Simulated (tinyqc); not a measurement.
Octagonal on-chip spiral inductor, lumped pi model: one step of the calculation.

Outer diameter do = di + 2 n wd + 2 (n - 1) sp, mean da = (do + di)/2, fill p = (do - di)/(do + di), length l = 3.314 n da. L = 2.25 mu0 n^2 da/(1 + 3.55 p), mu0 = 4 pi 1e-7 H/m. Rs = rho l/(wd delta (1 - exp(-th/delta))), delta = sqrt(rho/(pi f mu0)). Cs = n wd^2 eps0 eo/hu across the coil. At each end Cox = l wd eps0 eo/(2 ho) leads to the substrate branch Rsi = 2 rs he/(l wd) in parallel with Csi = l wd eps0 11.7/(2 he). With one end grounded Y = 1/(Rs + i w L) + i w Cs + 1/[1/(i w Cox) + 1/(1/Rsi + i w Csi)], w = 2 pi f; Q = -Im Y/Re Y. Eddy currents in neighbouring turns and in the substrate are left out.

Problem. Admittance, quality factor and apparent inductance. Series branch 1/(Rs + i w L), substrate branch, total Y, Q = -Im Y/Re Y, apparent inductance Im(1/Y)/w, metal-only value w L/Rs, share of the loss in the substrate Re(substrate branch)/Re Y.

Values chosen for this exercise:
- f = 2.4 GHz (frequency)

L = 2.3568443 nH
Rs = 7.4219839 ohm
Cs = 5.8809515 fF
Cox = 42.807236 fF
Rsi = 1.9383729e5 ohm
Csi = 5.3443790 fF

Give: series branch; substrate branch; Y; Q; apparent inductance; w L/Rs; share of the loss in the substrate.

Solution.

series branch = 5.63-26.96i mS
substrate branch = 0.00408+0.07168i mS
Y = 5.63-26.80i mS
Q = 4.757
apparent inductance = 2.370 nH
w L/Rs = 4.789
share of the loss in the substrate = 0.07236 %

Q is 99.3 % of the metal-only value.

Numbers from tinyqc (`OMP_NUM_THREADS=1 python tinyqc.py 2302149 2302150 out.jsonl`; about 0.01 s on one thread of a shared Intel Xeon 2.30GHz).
